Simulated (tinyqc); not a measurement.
# Two-diode model of a solar cell: what changes with what

J is the current delivered and Vj = V + J Rs the junction voltage. J = X JL - J01 (exp(Vj/(n1 Vt)) - 1) - J02 (exp(Vj/(2 Vt)) - 1) - Vj/Rp. The photocurrent does not depend on voltage.

Parameters, values chosen for the exercise; values of the order met in cells of gallium arsenide:
```
symbol    value      unit                                              meaning
T        298.15         K                                          temperature
JL         28.3   mA/cm^2                              photocurrent at one sun
X           0.3      suns                                        concentration
J01     5.4e-21    A/cm^2                saturation current of the first diode
n1            1                             ideality factor of the first diode
Rs            0  ohm cm^2                                    series resistance
Rp          400  ohm cm^2                                     shunt resistance
Pin         100   mW/cm^2                            incident power at one sun
J02     2.2e-12    A/cm^2  saturation current of the second diode (ideality 2)
```

Constants: q = 1.602176634e-19 C, kB = 1.380649e-23 J/K, Vt = kB T/q. Results are converted to the units shown.

Each table varies one quantity; the others keep the values above.

## Effect of the saturation current of the first diode

Jsc at V = 0, Voc at J = 0, the maximum power point where J (1 + 2 Rs G) = G Vj with G = -dJ/dVj; FF = Vmp Jmp/(Voc Jsc); efficiency Vmp Jmp/(X Pin). Empirical fill factor without parasitics FF0 = (v - ln(v + 0.72))/(v + 1), v = Voc/(n1 Vt).

The same in every row: Jsc (mA/cm^2) = 8.490.

Result of one run:
```
J01 (A/cm^2)  Voc (V)  Vmp (V)  Jmp (mA/cm^2)      FF  efficiency (%)     FF0
5e-21           1.058   0.9283          5.991  0.6188           18.54  0.8878
```

What becomes of these results when the saturation current of the first diode J01 is changed from 5e-21 to 5e-20 A/cm^2, all else the same?

Result of the changed run:
```
J01 (A/cm^2)  Voc (V)  Vmp (V)  Jmp (mA/cm^2)      FF  efficiency (%)     FF0
5e-20           1.007   0.8959          6.099  0.6391           18.21  0.8834
```

The whole series:
```
J01 (A/cm^2)  Voc (V)  Vmp (V)  Jmp (mA/cm^2)      FF  efficiency (%)     FF0
5e-23           1.111   0.9405          5.943  0.5925           18.63  0.8919
5e-22           1.096   0.9389          5.949  0.6002           18.62  0.8908
5e-21           1.058   0.9283          5.991  0.6188           18.54  0.8878
5e-20           1.007   0.8959          6.099  0.6391           18.21  0.8834
5e-19          0.9507   0.8481          6.229  0.6545           17.61  0.8782
5e-18          0.8928   0.7947          6.356  0.6664           16.84  0.8722
```

As J01 goes from 5e-23 to 5e-18, Voc falls from 1.11 to 0.893 V, FF rises from 0.592 to 0.666 and the efficiency falls from 18.6 to 16.8 %. Voc changes by -57.9 mV a decade between the last two rows and -14.8 mV between the first two. For J01 = 5e-23, 5e-22, 5e-21 the shunt carries over 0.3 of the photocurrent at open circuit, so it pulls Voc down and FF towards the 1/4 of a resistor.

## Effect of the saturation current of the second diode (ideality 2)

Same model as above.

The same in every row: Jsc (mA/cm^2) = 8.4900.

Results:
```
J02 (A/cm^2)  Voc (V)  Vmp (V)  Jmp (mA/cm^2)       FF  efficiency (%)      FF0
7e-14          1.0665  0.96009         5.9892  0.63506          19.167  0.88842
2e-13          1.0659  0.95786         5.9865  0.63366          19.114  0.88837
7e-13          1.0636  0.94950         5.9816  0.62894          18.932  0.88819
2e-12          1.0578  0.93017         5.9906  0.62047          18.574  0.88772
2e-11         0.99921  0.83893         6.1455  0.60775          17.186  0.88270
7e-11         0.93948  0.78160         6.2534  0.61278          16.292  0.87705
2e-10         0.88692  0.73338         6.3408  0.61756          15.501  0.87156
```

Estimate the missing row, J02 = 7e-12 A/cm^2.

Computed row:
```
J02 (A/cm^2)  Voc (V)  Vmp (V)  Jmp (mA/cm^2)       FF  efficiency (%)      FF0
7e-12          1.0370  0.88544         6.0583  0.60928          17.881  0.88599
```

With this row back in the table: As J02 goes from 7e-14 to 2e-10, Voc falls from 1.07 to 0.887 V, FF goes from 0.635 through a minimum of 0.608 (at J02 = 2e-11 among the rows listed) to 0.618 and the efficiency falls from 19.2 to 15.5 %. Voc changes by -115 mV a decade between the last two rows and -1.29 mV between the first two. For J02 = 7e-14, 2e-13, 7e-13, 2e-12, 7e-12 the shunt carries over 0.3 of the photocurrent at open circuit, so it pulls Voc down and FF towards the 1/4 of a resistor.

tinyqc, about 0.01 s, one thread, Intel Xeon 2.30GHz (shared host): `OMP_NUM_THREADS=1 python tinyqc.py 2280019 2280020 out.jsonl`
